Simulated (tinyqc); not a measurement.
Physical sputtering: collision-cascade yield, angular dependence, faceting and resputtering in deposition: one step, computed by the program tinyqc.

Ions start collision cascades; atoms that reach the surface with more than U leave. The target is amorphous or fine-grained.

Question. Yield at normal incidence. gamma = 4 M1 M2/(M1 + M2)^2; threshold E_th = 6.7 U/gamma for M1 >= M2, else U (1 + 5.7 M1/M2)/gamma. eps = 0.03255 M2 E/(Z1 Z2 (M1 + M2) z), z = (Z1^(2/3) + Z2^(2/3))^(1/2), E in eV; s_n = 3.441 sqrt(eps) ln(eps + 2.718)/(1 + 6.355 sqrt(eps) + eps (6.882 sqrt(eps) - 1.708)); S_n = 84.78 Z1 Z2 M1 s_n/((M1 + M2) z) in eV angstrom^2; alpha = 0.249 (M2/M1)^0.56 + 0.0035 (M2/M1)^1.5 for M1 <= M2, else 0.0875 (M2/M1)^(-0.15) + 0.165 M2/M1; Y0 = 0.042 Q alpha S_n/U [1 - sqrt(E_th/E)]^2.5 (the electronic-loss factor of the full formula is dropped). Erosion rate = Y0 J/(e N); 1 cm^2 = 1e14 nm^2.

Inputs (values chosen for the exercise, modelled on neon ions on cobalt):
```
quantity,value,unit
ion Z1,10,-
ion mass M1,20.2,u
target Z2,27,-
target mass M2,58.9,u
surface binding energy U,4.39,eV
target density N,90.9,1/nm^3
fit factor Q,0.86,-
ion energy E,12000,eV
current density J,1.3,mA/cm^2
```

Constants: e = 1.602176634e-19 C.

Give: energy transfer factor gamma; threshold E_th; reduced energy eps; nuclear stopping S_n; alpha; yield Y0; erosion rate.

Answer.

energy transfer factor gamma = 0.76063

threshold E_th = 17.054 eV

reduced energy eps = 0.29166

nuclear stopping S_n = 645.82 eV angstrom^2

alpha = 0.47081

yield Y0 = 2.2726 atoms per ion

erosion rate = 121.71 nm/min

The threshold factor is 0.908; the energy cost is 5280 eV per removed atom, 1200 times U.
